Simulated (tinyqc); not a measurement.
Inside a calculation: plasmons of a degenerate electron gas in the random-phase approximation. Values are carried at full precision from step to step, so a last printed digit may differ when a step is redone from the rounded ones.

Zero temperature, parabolic band: kF = (3 pi^2 n)^(1/3), EF = c kF^2/m, Ep^2 = 8 pi c e2 n/(m eb), qTF^2 = 6 pi e2 n/(eb EF), c = hbar^2/2m0, e2 = e^2/(4 pi eps0), n in 1/angstrom^3 (1e-24 per 1/cm^3).

Constants: hbar^2/2m0 = 3.80998211 eV angstrom^2; e^2/(4 pi eps0) = 14.39964547 eV angstrom; a0 (Bohr radius) = 0.5291772105 angstrom.

Values chosen for the exercise (a free-electron density near that of Li; shifted at random, so the results belong to these values and not to a real crystal): n = 4.71e+22 1/cm^3 (electron density); m = 1 m0 (mass); eb = 1 (background dielectric constant); q = 0.316 1/angstrom (wave vector); E = 8.2 eV (energy transfer); qp = 0.247 1/angstrom (wave vector of the plasmon).

## Scales of the gas

Also rs = (3/(4 pi n))^(1/3) m/(a0 eb).

kF = 1.1172 1/angstrom
EF = 4.7557 eV
Ep = 8.0588 eV
qTF = 1.6396 1/angstrom
hbar vF = 8.5133 eV angstrom
rs = 3.246

Ep/EF = 1.695. With rs above 1 exchange and correlation, left out here, lower the dispersion noticeably.

## The dielectric function at one point

Lindhard function: eps(q, E)/eb = 1 + (qTF/q)^2 (f1 + i f2) with z = q/(2 kF), u = E/(hbar vF q), hbar vF = 2 c kF/m; f1 = 1/2 + [h(z - u) + h(z + u)]/(8 z), h(x) = (1 - x^2) ln|(x + 1)/(x - 1)|; f2 = pi u/2 for z + u < 1, (pi/(8 z))(1 - (z - u)^2) for |z - u| < 1 < z + u, else 0. Pairs exist for c (q^2 - 2 q kF)/m < E < c (q^2 + 2 q kF)/m.

Give also the loss function Im(-eb/eps).

z, u: 0.1414  3.0481

f1, f2: -0.0385  0.0000

eps/eb = -0.036
loss function = 0.000

The point lies outside the pair continuum: eps is real, and there is loss only on the plasmon line eps = 0.

## The plasmon at one wave vector

Solve f1 (qTF/q)^2 = -1 above the continuum, and compare with E^2 = Ep^2 + (3/5)(hbar vF q)^2 + (c q^2/m)^2.

top of the continuum = 2.335 eV
plasmon energy = 8.226 eV
short formula = 8.225 eV

The plasmon lies 5.891 eV above the continuum and 2.1 % above Ep; the short formula errs by -0.02 %.

## Where Landau damping starts

Find qc at which the plasmon meets the top of the continuum, eps(qc, c (qc^2 + 2 qc kF)/m) = 0, and compare with Ep/(hbar vF).

qc = 0.9771 1/angstrom
qc/kF = 0.875
energy there = 11.96 eV
Ep/(hbar vF) = 0.9466 1/angstrom

The simple estimate is 0.969 times qc.

## Checks

- F-sum of the loss function at q = 1.3 qc over (pi/2) Ep^2 against 1: both 1.00.
- f1 at E = 0 and z = 0.6 against the static Lindhard function: both 0.86968.

tinyqc: `OMP_NUM_THREADS=1 python tinyqc.py 1681158 1681159 out.jsonl`; about 0.01 s, one thread, shared Intel(R) Xeon(R) Processor @ 2.30GHz.
